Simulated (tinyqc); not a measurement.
# Resistance of a tapered via with liner, size effect and interface: what changes with what

A round via whose diameter grows from db at the bottom as D(z) = db + 2 z/tan(ang). The fill, of diameter D - 2 tl, starts above the bottom liner (thickness fb tl) and has rho = rho0 (1 + ks lam/(D - 2 tl)); the sidewall liner conducts in parallel with it. The bottom liner and the interface are crossed over the full area pi db^2/4. Spreading in the lines above and below is left out.

Values chosen for this exercise; fill metal close to molybdenum:
```
symbol,value,unit,meaning
db,14,nm,diameter at the bottom
hv,32,nm,height
ang,88,degrees,sidewall angle
rho0,5.18,uohm cm,bulk resistivity of the fill
lam,10.9,nm,mean free path of the fill
ks,1,,size-effect factor
tl,0.3,nm,liner on the sidewall
fb,0.5,,liner at the bottom over that on the sidewall
rl,440,uohm cm,resistivity of the liner
ri,5.8e-12,ohm cm^2,interface resistivity at the bottom
Sb,1.3e15,S/m^2,"ballistic conductance per area, about 3/(4 rho0 lam)"
rho2,7.85,uohm cm,bulk resistivity of the second fill (close to ruthenium)
lam2,6.67,nm,its mean free path
tl2,0.2,nm,its liner
```

Each table varies one quantity; the others keep the values above.

## Via resistance against the diameter at the bottom

Slices between z0 = fb tl and hv, evaluated at their midpoints: conductance per length pi/4 [(D - 2 tl)^2/rho + (D^2 - (D - 2 tl)^2)/rl], slice resistance = slice height over that. 2000 slices. R_fill = sum of the slices; R_bottom = rl fb tl/(pi db^2/4); R_interface = ri/(pi db^2/4); ballistic (Sharvin) limit 1/(Sb pi (db - 2 tl)^2/4); ideal cylinder rho0 hv/(pi db^2/4).

Via resistance against the diameter at the bottom:
columns A: db (nm); B: R_fill (ohm); C: R_bottom (ohm); D: R_interface (ohm); E: R (ohm); F: ballistic limit (ohm); G: R over ideal cylinder; H: largest part
```
A         B       C       D       E       F      G     H
6     137.5   23.34   20.51   181.3   33.59  3.093  fill
8.3   61.61   12.20   10.72   84.53   16.52  2.759  fill
11    31.14   6.945   6.103   44.19   9.055  2.533  fill
16    12.83   3.283   2.885   19.00   4.130  2.305  fill
22    6.159   1.736   1.526   9.421   2.139  2.161  fill
30    3.063  0.9337  0.8205   4.817   1.133  2.054  fill
42    1.460  0.4764  0.4186   2.355  0.5714  1.968  fill
58   0.7277  0.2498  0.2195   1.197  0.2973  1.908  fill
80   0.3678  0.1313  0.1154  0.6145  0.1554  1.864  fill
```

Read the table: what changes, and by how much?

R falls from 181 to 0.615 ohm. The fill is the largest part at db = 6 and in all other rows. R goes as db^(-2.35) between the first two rows and db^(-2.07) between the last two; area alone gives -2.

## Via resistance against the interface resistivity at the bottom

Same model as above.

2000 slices.

The same in every row: R_fill (ohm) = 17.55; R_bottom (ohm) = 4.287; ballistic limit (ohm) = 5.455.

Via resistance against the interface resistivity at the bottom:
```
ri (ohm cm^2)  R_interface (ohm)  R (ohm)  R over ideal cylinder  largest part
2e-13                     0.1299    21.97                  2.040          fill
5e-13                     0.3248    22.16                  2.058          fill
1e-12                     0.6496    22.49                  2.088          fill
2e-12                      1.299    23.14                  2.149          fill
6e-12                      3.898    25.74                  2.390          fill
1e-11                      6.496    28.34                  2.631          fill
3e-11                      19.49    41.33                  3.838     interface
```

R rises from 22.0 to 41.3 ohm. The fill is the largest part at ri = 2e-13, the interface from 3e-11 on. The share of the two bottom terms goes from 20.1 to 57.5 %.

## Two fill metals against the diameter

2000 slices. R_fill = sum of the slices; R_bottom = rl fb tl/(pi db^2/4); R_interface = ri/(pi db^2/4). The second fill has rho2, lam2 and tl2 in place of rho0, lam and tl.

Result of one run:
```
db (nm)  R, first fill (ohm)  R, second fill (ohm)  ratio second/first
35                    3.4658                4.0274              1.1620
```

What becomes of these results when the diameter at the bottom db is changed from 35 to 12 nm, all else the same?

Result of the changed run:
```
db (nm)  R, first fill (ohm)  R, second fill (ohm)  ratio second/first
12                    36.256                39.312              1.0843
```

The whole series:
```
db (nm)  R, first fill (ohm)  R, second fill (ohm)  ratio second/first
6                     181.34                182.04              1.0039
8.5                   79.981                83.780              1.0475
12                    36.256                39.312              1.0843
17                    16.607                18.523              1.1154
24                    7.7961                8.8910              1.1404
35                    3.4658                4.0274              1.1620
49                    1.7029                2.0040              1.1768
70                   0.80988               0.96269              1.1887
100                  0.38830               0.46497              1.1974
```

The ratio goes from 1.00 to 1.20. The first fill gives the lower R in every row. Ratios within a few per cent of 1 are a tie, given that ballistic terms are left out.

Program tinyqc, `OMP_NUM_THREADS=1 python tinyqc.py 2750019 2750020 out.jsonl`; Intel Xeon 2.30GHz, shared host, one thread, about 0.01 s.
